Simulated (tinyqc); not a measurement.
## Length offset and series resistance from crossing lines

Inverse problem. R_total = Rs + k (L - dL)/Vo with constant Rs, dL and k. Find k, dL and Rs.

R_total at (L, Vo) = (40, 0.45), (80, 0.45), (40, 0.87) and (80, 0.87), L in nm and Vo in V (ohm um): 343.26667  547.71111  259.62069  365.36782

Solution. At each overdrive R is a straight line in L with slope k/Vo; the two lines cross at L = dL, R = Rs.

k = 2.30 ohm um V/nm
dL = 6.10 nm
Rs = 170 ohm um

tinyqc, about 0.05 s, one thread, Intel Xeon 2.30GHz (shared host): `OMP_NUM_THREADS=1 python tinyqc.py 2282030 2282031 out.jsonl`
